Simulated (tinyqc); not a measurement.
Stoner model of a band magnet at zero temperature. Inputs raised by 2 %, one at a time. Computed by tinyqc, a small Python program. Command: `OMP_NUM_THREADS=1 python tinyqc.py 3011489 3011490 out.jsonl stoner sens`. One thread of a shared host (Intel(R) Xeon(R) Processor @ 2.30GHz), about 0.01 s of CPU time with the checks.

Five orbitals per spin share one band; u = (E - E_bottom)/W runs from 0 to 1, and the states per spin, atom and energy are g = 5 d(u)/W with d = (3/2) sqrt(u). N(u) is the integral of d from 0. The moment m = n_up - n_down (electrons per atom) moves the fillings to n +/- m/10; the energy is E(m) = E_band(m) - I m^2/4.

Inputs (values chosen for the exercise, for a model d band):

| quantity | value | unit |
|---|---|---|
| band width W | 6.9 | eV |
| filling n per spin orbital | 0.3 | - |
| Stoner parameter I | 2.05 | eV |
| start moment m0 | 0.49 | mu_B |
| largest number of steps | 600 | - |

Density of states: free-electron (square root).

Constants: k_B = 8.617333262e-05 eV/K.

Method:
- Solve N(u_F) = n; g_F = 5 d(u_F)/W; the Stoner product is I g_F.
- Split the bands by Delta = I m, find the common Fermi level that keeps 10 n electrons, and read m(out) = 5 [N(u + Delta/(2W)) - N(u - Delta/(2W))], N clipped to 0 and 1. Start from m0 (at most 0.9 m_max, m_max = 10 min(n, 1 - n)); stop when m changes by less than 1e-8; moments under 1e-5 count as 0.
- For a moment m the Fermi levels of the two spins lie W [u(n + m/10) - u(n - m/10)] =: Delta apart; gbar = m/Delta is the mean density of states between them. A solution has I gbar = 1, is stable where gbar falls with m, or sits at saturation m_max = 10 min(n, 1 - n) if I gbar > 1 there. E_band(m) = 5 W [e(n + m/10) + e(n - m/10) - 2 e(n)], e = integral of u d(u) up to the Fermi level.
- Exchange splitting = I m; P = (g_up - g_down)/(g_up + g_down) at the Fermi level, with d = 0 for a full or empty band. The Stoner temperature scale is I m/(4 k_B).

Runs:

| input moved | from | to | Stoner product I g_F | moment m (mu_B) | E(m) - E(0) (meV) | g_F (1/eV) |
|---|---|---|---|---|---|---|
| base run | - | - | 1.4917 | 3.00 | -1343.1 | 0.72764 |
| band width W (eV) | 6.9 | 7.038 | 1.4624 | 3.00 | -1277.7 | 0.71338 |
| filling n per spin orbital | 0.3 | 0.306 | 1.5016 | 3.06 | -1419.7 | 0.73246 |
| Stoner parameter I (eV) | 2.05 | 2.091 | 1.5215 | 3.00 | -1435.3 | 0.72764 |

Exponents ln(y'/y) / ln(x'/x):

| input | Stoner product I g_F | moment m | E(m) - E(0) | g_F |
|---|---|---|---|---|
| band width W | -1.000 | 0 | -2.520 | -1.000 |
| filling n per spin orbital | 0.333 | 1 | 2.802 | 0.333 |
| Stoner parameter I | 1.000 | 0 | 3.355 | 0.000 |

Which inputs matter most for each result?

Among the inputs moved here: Stoner product I g_F answers most in size to band width W (exponent -1.000), and about equally to Stoner parameter I (+1.000). Moment m answers most in size to filling n per spin orbital (exponent +1.000); its exponent is below 0.0005 for band width W, Stoner parameter I. E(m) - E(0) answers most in size to Stoner parameter I (exponent +3.355), next to filling n per spin orbital (+2.802). g_F answers most in size to band width W (exponent -1.000), next to filling n per spin orbital (+0.333); its exponent is below 0.0005 for Stoner parameter I.
